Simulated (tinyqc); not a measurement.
Self-consistent Fermi level with native defects, at growth and after a quench: one step, computed by the program tinyqc. Command: `OMP_NUM_THREADS=1 python tinyqc.py 3007254 3007255 out.jsonl scfermi walk`. One thread of a shared host (Intel(R) Xeon(R) Processor @ 2.30GHz), about 0.05 s of CPU time with the checks.

Energies are counted from the top of the valence band (VBM); when the gap shrinks with temperature the conduction band moves and the levels stay. The added dopant is taken as fully ionised. D and A draw on one reservoir with opposite signs, as the two vacancies of a compound do.

Question. Formation energies at E_F = 0. E_f(D, 0) = input + s and E_f(A, 0) = input - s; E_f(q, E_F = 0) follows from the levels, eps(q/q-1) = E_f(q - 1) - E_f(q) at E_F = 0.

Inputs (values chosen for the exercise, with bands modelled on CdTe): E_f of the neutral native donor D = 2.029 eV; E_f of the neutral native acceptor A = 2.945 eV; shift s of the chemical potential = -0.16 eV.

Added shallow dopant: acceptor.

levels of D above the VBM, most positive state first (eV): 0.793  1.07  1.12

levels of A above the VBM, (0/-1) first (eV): 0.338  0.464

Give: E_f(q, E_F = 0).

Answer.

E_f(q, E_F = 0) (eV): D(+3) -1.114, D(+2) -0.321, D(+1) 0.749, D(0) 1.869, A(0) 3.105, A(-1) 3.443, A(-2) 3.907
